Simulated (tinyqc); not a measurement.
What moves the results: Penn model of the dielectric constant and Phillips ionicity. A value that a table varies takes the place of the one given here.

n = 32/a^3; Ep^2 = 8 pi c e2 n with c = hbar^2/2m0, e2 = e^2/(4 pi eps0); EF = c (3 pi^2 n)^(2/3); eps = 1 + (Ep/Eg)^2 S with S = 1 - Eg/(4 EF) + (Eg/(4 EF))^2/3, Eg the Penn gap. Core d shells are left out.

Phillips: bond length d = sqrt(3) a/4; homopolar gap Eh = 39.74 d^(-2.48) eV (d in angstrom); Eg^2 = Eh^2 + C^2; ionicity fi = C^2/Eg^2.

Constants: hbar^2/2m0 = 3.80998211 eV angstrom^2; e^2/(4 pi eps0) = 14.39964547 eV angstrom.

Values chosen for the exercise (out of a larger set: near those of ZnSe; not measured data):
- a = 5.689 angstrom (cubic lattice constant, 32 valence electrons a cell)
- C0 = 5.17 eV (ionic gap, held fixed)
- ei = 5.74 (high-frequency dielectric constant)

## Dielectric constant under pressure

The lattice constant is scaled by the factor listed; C = C0.

Results:

| factor | Eh (eV) | Eg (eV) | Ep (eV) | eps | fi |
|---|---|---|---|---|---|
| 0.94 | 4.953 | 7.160 | 16.986 | 5.881 | 0.521 |
| 0.96 | 4.701 | 6.988 | 16.458 | 5.798 | 0.547 |
| 0.98 | 4.467 | 6.832 | 15.957 | 5.705 | 0.573 |
| 0.99 | 4.356 | 6.760 | 15.715 | 5.654 | 0.585 |
| 1.00 | 4.248 | 6.692 | 15.480 | 5.602 | 0.597 |
| 1.01 | 4.145 | 6.626 | 15.251 | 5.548 | 0.609 |
| 1.02 | 4.045 | 6.564 | 15.027 | 5.492 | 0.620 |
| 1.04 | 3.855 | 6.449 | 14.596 | 5.376 | 0.643 |

How do the results move?

d ln eps/d ln a = -0.95 around factor 1: eps rises under compression. Ep^2 goes as a^-3 and Eh^2 as a^-4.96; with C fixed Eg^2 goes as a^-2.00 at fi = 0.597, and leaving S aside the two powers balance at fi = 0.395. The slope is a difference of two powers and the model omits d shells and any change of C, so it is no prediction for a real crystal; eps from C0 (row 1.00) need not match a measured ei.

## What moves the Penn gap and the ionicity

Eg from ei; fi = 1 - (Eh/Eg)^2, printed even where negative. Each row changes one parameter from the base and keeps the others.

Results:

| case | Ep (eV) | Eg (eV) | Eh (eV) | fi |
|---|---|---|---|---|
| base | 15.480 | 6.600 | 4.248 | 0.586 |
| a = 5.803 angstrom | 15.026 | 6.402 | 4.044 | 0.601 |
| ei = 5.17 | 15.480 | 7.004 | 4.248 | 0.632 |

What can be read from the table?

The largest shifts from the base row, up to three for each result and ties (the steps differ in size, so this ranks the rows, not the parameters). Ep (eV): a -0.454; unchanged at the printed digits by ei. Eg (eV): ei +0.404, a -0.198. Eh (eV): a -0.204; unchanged at the printed digits by ei. fi: ei +0.046, a +0.015. With the tabulated Phillips C of about 5.6 eV, fi would be 0.63; this model leaves out the d-shell factor.

Program tinyqc; command `OMP_NUM_THREADS=1 python tinyqc.py 1651629 1651630 out.jsonl`; about 0.01 s on one thread of a shared Intel(R) Xeon(R) Processor @ 2.30GHz.
